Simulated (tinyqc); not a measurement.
Thinning the body: Gamma, L and X subbands of a thin body with non-parabolic valleys.

Hard walls, flat band, c = hbar^2/2m0, energies from the bulk Gamma edge. For a valley at angle theta to the normal 1/m_z = cos^2/ml + sin^2/mt and m_d = sqrt(ml mt^2/m_z). Subband n starts at E_v + e with e (1 + a e) = c (n pi/t)^2/m_z, and its density-of-states mass is taken as m_d (1 + 2 a e), without further growth at higher in-plane energy. Groups are named by valley and degeneracy.

n_i = g m/(2 pi c) kB T ln(1 + exp((EF - E_i)/kB T)), sum n_i = Ns (1e12/cm^2 = 1e-4/angstrom^2), c = hbar^2/2m0. Quantum capacitance Cq = 1602.176634 sum g m/(2 pi c) f_i in microfarad/cm^2 with f_i = 1/(1 + exp((E_i - EF)/kB T)); Cox = 34.5313/eot (one gate); C/Cox = Cq/(Cq + Cox), the centroid term left out.

Constants: hbar^2/2m0 = 3.80998211 eV angstrom^2; kB = 8.617333262e-05 eV/K.

Inputs chosen for the exercise (near those of a thin Ge channel; shifted at random, so the results belong to these values and not to a real crystal):
- face = 111 (surface)
- mG = 0.0387 m0 (Gamma mass)
- aG = 1.04 1/eV (Gamma non-parabolicity)
- EL = -0.146 eV (L edge above Gamma)
- mL = (1.542, 0.084) m0 (L valleys (four, along <111>): ml, mt)
- EX = 0.052 eV (X edge above Gamma)
- mX = (0.869, 0.196) m0 (Delta valleys (six, along <100>): ml, mt)
- aS = 0.55 1/eV (non-parabolicity of L and X)
- Ns = 4.7 x 1e12/cm^2 (sheet density)
- T = 300 K (temperature)
- eot = 13 angstrom (equivalent oxide thickness)
- ts = (18, 24, 30, 40, 55, 75, 110) angstrom (thicknesses)

Lowest edge of each valley type, the lowest group, the Gamma share and C/Cox, with n = 1 to 8 of all groups.

Results:

| t (angstrom) | Gamma (eV) | L (eV) | X (eV) | lowest | Gamma share (%) | C/Cox |
|---|---|---|---|---|---|---|
| 18 | 1.284 | -0.074 | 0.418 | L1 | 0.0 | 0.710 |
| 24 | 0.881 | -0.105 | 0.272 | L1 | 0.0 | 0.768 |
| 30 | 0.646 | -0.119 | 0.198 | L1 | 0.0 | 0.793 |
| 40 | 0.422 | -0.131 | 0.137 | L1 | 0.0 | 0.822 |
| 55 | 0.254 | -0.138 | 0.098 | L1 | 0.0 | 0.871 |
| 75 | 0.149 | -0.142 | 0.077 | L1 | 0.0 | 0.896 |
| 110 | 0.075 | -0.144 | 0.064 | L1 | 0.0 | 0.904 |

From 110 down to 18 angstrom Gamma rises by 1.21 eV, L by 0.07 and X by 0.35 eV, the light Gamma mass moving most. L1 stays lowest throughout. The Gamma share stays near 0 %. C/Cox is 0.90 and 0.71 at the ends and lies between 0.71 and 0.90. Hard walls overstate the rise in the thinnest rows.

tinyqc: `OMP_NUM_THREADS=1 python tinyqc.py 1250513 1250514 out.jsonl`; about 0.08 s, one thread, shared Intel(R) Xeon(R) Processor @ 2.30GHz.
